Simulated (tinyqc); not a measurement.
From results back to parameters: plasmons of a degenerate electron gas in the random-phase approximation.

Problem. At small q the plasmon follows E = Ep + B q^2 with B = (3/10)(hbar vF)^2/Ep, hbar vF = 2 c kF/m; n and m are hidden.

Zero temperature, parabolic band: kF = (3 pi^2 n)^(1/3), EF = c kF^2/m, Ep^2 = 8 pi c e2 n/(m eb), qTF^2 = 6 pi e2 n/(eb EF), c = hbar^2/2m0, e2 = e^2/(4 pi eps0), n in 1/angstrom^3 (1e-24 per 1/cm^3).

Constants: hbar^2/2m0 = 3.80998211 eV angstrom^2; e^2/(4 pi eps0) = 14.39964547 eV angstrom.

Inputs chosen for the exercise (out of a larger set: mass and background constant near those of InP; polar phonons, which mix with the plasmon in the real crystal, and the rise of the mass with filling are left out; not measured data): eb = 9.63 (background dielectric constant).

Ep = 32.6800 meV
B = 57.3554 eV angstrom^2

Find: hbar vF; kF; n; m.

Solution. hbar vF = sqrt(B Ep/0.3); Ep^2 = (4 e2/(3 pi eb)) kF^2 hbar vF gives kF, then n and m.

hbar vF = 2.500 eV angstrom
kF = 0.02595 1/angstrom
n = 5.90e+17 1/cm^3
m = 0.079 m0

(tinyqc, `OMP_NUM_THREADS=1 python tinyqc.py 1651560 1651561 out.jsonl`, Intel(R) Xeon(R) Processor @ 2.30GHz, 1 thread, shared host, about 0.01 s.)
